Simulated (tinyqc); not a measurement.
Valley-orbit splitting of a donor ground state, with strain: one step, computed by the program tinyqc. Command: `OMP_NUM_THREADS=1 python tinyqc.py 3026519 3026520 out.jsonl valleyorbit walk`. One thread of a shared host (Intel(R) Xeon(R) Processor @ 2.30GHz), about 0.01 s of CPU time with the checks.

The basis is the 1s envelope in each valley; energies are counted from the unstrained conduction-band edge. The strain is e_s (a a^T - 1/3) for the unit stress axis a, so valley j along n_j moves by Xi_u e_s w_j with w_j = (n_j.a)^2 - 1/3: -1/3 for x and y, +2/3 for z.

Problem. Populations and ionisation. H_jj = -(E_0 + Lambda) + Xi_u e_s w_j; H_jk = -Delta_2 between opposite valleys and -Delta_1 between perpendicular ones. z = sum over levels of exp(-(E - E_ground)/k_B T), the ground-state share being 1/z; N_c = 2 (2 pi m_e k_B T/h^2)^(3/2) sum_j exp(-(shift_j - lowest shift)/k_B T); n1 = N_c/(2 z) exp(-binding/k_B T), binding = lowest shift - E_ground; without compensation n = 2 N_D/(1 + sqrt(1 + 4 N_D/n1)) (Boltzmann statistics; p and higher states left out).

Inputs (values chosen for the exercise, for a model many-valley semiconductor):
```
quantity                                    value   unit
single-valley binding energy E_0             37.6    meV
central-cell shift Lambda                    1.71    meV
coupling Delta_1                             3.06    meV
coupling Delta_2                             2.36    meV
shear deformation potential Xi_u             8.37     eV
shear strain e_s                          -0.0019      -
temperature T                                 4.2      K
donor density N_D                         1.6e+15  cm^-3
density-of-states mass of one valley m_e     0.32    m_0
```

Valleys: six along <100>. Stress axis: [001].

Constants: k_B = 8.617333262e-05 eV/K; m_0 = 9.1093837015e-31 kg; k_B = 1.380649e-23 J/K; h = 6.62607015e-34 J s.

Give: partition sum z; share of neutral donors in the ground state; N_c; n1; free electrons n.

Solution.

partition sum z = 1

share of neutral donors in the ground state = 1

N_c = 1.505e+16 cm^-3

n1 = 6.529e-41 cm^-3

free electrons n = 3.232e-13 cm^-3

Caution: n is below one electron per cm^3, so thermal ionisation is negligible and the number is formal.
